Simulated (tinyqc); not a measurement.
Solid solubility of a dopant against its melt (retrograde solidus), clustering and the electrically active fraction. Changing the anneal temperature T_a. Computed by tinyqc, a small Python program. Command: `OMP_NUM_THREADS=1 python tinyqc.py 3001172 3001173 out.jsonl retro sweep`. One thread of a shared host (Intel(R) Xeon(R) Processor @ 2.30GHz), about 0.01 s of CPU time with the checks.

Inputs (values chosen for the exercise): total dopant density N_t = 8.9e+20 1/cm^3; atoms per cluster m = 3; cluster scale N* at 1273 K = 2.2e+20 1/cm^3; activation energy E_b of the cluster scale = 0.53 eV; mobility mu = 60 cm^2/(V s).

Clustering: clusters of m atoms, electrons left out.

Constants: k_B = 8.617333262e-05 eV/K; e = 1.602176634e-19 C.

Method. A highly soluble donor (another dopant than that of the solidus) is limited by clustering. Donors N_a are active, and clusters hold m atoms each: N_t = N_a + m C, m C = N* (N_a/N*)^m, with N*(T) = N*(1273 K) exp[-(E_b/k_B)(1/T - 1/1273)]. Resistivity = 1/(e mu N_a).

One run for each value:
```
anneal temperature T_a (K)  active density N_a (1/cm^3)  active fraction  resistivity (milliohm cm)
850                                          6.8705e+19          0.07720                     1.5141
950                                          1.1211e+20          0.12597                     0.9279
1050                                         1.6517e+20          0.18559                     0.6298
1150                                         2.2535e+20          0.25321                     0.4616
1250                                         2.8973e+20          0.32554                     0.3590
1350                                         3.5542e+20          0.39935                     0.2927
1450                                         4.1987e+20          0.47176                     0.2478
1550                                         4.8102e+20          0.54048                     0.2163
```

What does the table show?

Over the rows, active density N_a (1/cm^3) rises from 6.87e19 to 4.81e20 (exponent d ln y / d ln x 4.4 between the first rows and 2.0 between the last); active fraction rises from 0.0772 to 0.540 (exponent d ln y / d ln x 4.4 between the first rows and 2.0 between the last); resistivity (milliohm cm) falls from 1.51 to 0.216 (exponent d ln y / d ln x -4.4 between the first rows and -2.0 between the last).

Caution (all rows): this clustering law is a generic form; degeneracy and a doping-dependent mobility are left out.
